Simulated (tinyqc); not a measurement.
Off-state leakage of single and stacked transistors: one step of the calculation.

n-channel devices of unit width. Subthreshold current I(Vg, Vs, Vd) = I0 (T/300 K)^0.5 exp[(Vg - Vs - VT(T) - gb (Vs - Vb) + dd (Vd - Vs))/(nf Vt)] (1 - exp(-(Vd - Vs)/Vt)), VT(T) = VT - cT (T - 300 K). Gate-edge tunnelling Ig (Vd/1 V) exp(ag (Vd - 1 V)), for a gate at 0 V, and band-to-band leakage Ab u exp(-Bb/u), u = Vd - Vb + 1 V, flow at a drain held at V; both are taken as independent of T. In a stack of off transistors (all gates at 0 V) the same subthreshold current passes through each.

Question. New Vx. Stack of two, Vx the node between them: I_low = I(0, 0, Vx), I_up = I(0, Vx, V), f = ln(I_up/I_low), f' = -(1 + gb + 2 dd)/(nf Vt) - 1/(Vt (exp(Vx/Vt) - 1)) - 1/(Vt (exp((V - Vx)/Vt) - 1)), Vx(new) = Vx - f/f'.

Parameters, values chosen for the exercise; values of the order met in bulk silicon logic transistors: temperature T = 330 K; supply voltage V = 1.1 V; threshold at 300 K, zero drain and body bias VT = 0.27 V; fall of the threshold with temperature cT = 0.6 mV/K; current at threshold at 300 K I0 = 0.83 uA/um; slope factor nf = 1.3; drain-induced lowering per volt dd = 0.16; rise of the threshold per volt of source-body bias gb = 0.15; body voltage Vb = -0.3 V.

Constants: q = 1.602176634e-19 C, kB = 1.380649e-23 J/K, Vt = kB T/q. Results are converted to the units shown.

Vx at the start = 0.12 V

Give: I_low; I_up; f; f'; Vx after iteration 1.

Answer.

I_low = 0.4675 nA/um
I_up = 0.4694 nA/um
f = 0.003990
f' = -40.29 1/V
Vx after iteration 1 = 0.1201 V

Numbers from tinyqc (`OMP_NUM_THREADS=1 python tinyqc.py 2242097 2242098 out.jsonl`; about 0.03 s on one thread of a shared Intel Xeon 2.30GHz).
